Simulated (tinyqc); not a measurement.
Trap density from the leakage.

Inverse problem. Trap-assisted leakage is J = q Nt times the integral over x of the rate through one trap. Find Nt, the areal density Nt t and the mean in-plane spacing (Nt t)^(-1/2).

Values chosen for this exercise: thickness t = 5.9 nm.

Constants: q = 1.602176634e-19 C. Results are converted to the units shown.

J = 9.1561615e-10 A/cm^2
integral of the rate over x = 0.0059529443 nm/s

Answer. J is proportional to Nt.

Nt = 9.60e18 cm^-3
Nt t = 5.66e12 cm^-2
in-plane spacing = 4.20 nm

tinyqc, about 0.04 s, one thread, Intel Xeon 2.30GHz (shared host): `OMP_NUM_THREADS=1 python tinyqc.py 2370039 2370040 out.jsonl`
